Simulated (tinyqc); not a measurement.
AlGaN/GaN HEMT with access regions, lumped model: one step of the calculation.

A polarisation-induced electron sheet under a Schottky gate, in series with two ungated access regions and contacts. Drift law v = mu E/(1 + mu E/vs) under the gate. Currents in mA/mm, resistances in ohm mm. No self-heating, no channel-length modulation; fits for polarisation, barrier and offset are chosen for the exercise.

Question. Polarisation charge, threshold and sheet resistance. sigma = (5e13 x + 1.6e13 x^2) cm^-2, phiB = 0.84 + 1.3 x, dEc = 0.7 (1.71 x + x^2) in volts, Cb = eps0 eps_r/d, VT = phiB - dEc - q sigma/Cb, access density n0 = -Cb VT/q. Rsh = 1/(q mu n0); largest access current q n0 vs.

Values chosen for this exercise; values close to those of AlGaN/GaN structures: aluminium share of the barrier x = 0.35; barrier thickness d = 25 nm; relative permittivity of barrier and channel eps_r = 9.4; channel mobility mu = 1800 cm^2/(V s); saturation velocity vs = 1.2e7 cm/s.

Constants: q = 1.602176634e-19 C, eps0 = 8.8541878128e-14 F/cm where lengths are in cm. Results are converted to the units shown.

Wanted: sigma; Cb; VT; n0; Rsh; q n0 vs.

Answer.

sigma = 1.9460e13 cm^-2
Cb = 0.33292 uF/cm^2
VT = -8.5749 V
n0 = 1.7818e13 cm^-2
Rsh = 194.61 ohm
q n0 vs = 3425.7 mA/mm

tinyqc, about 0.03 s, one thread, Intel Xeon 2.30GHz (shared host): `OMP_NUM_THREADS=1 python tinyqc.py 2570110 2570111 out.jsonl`
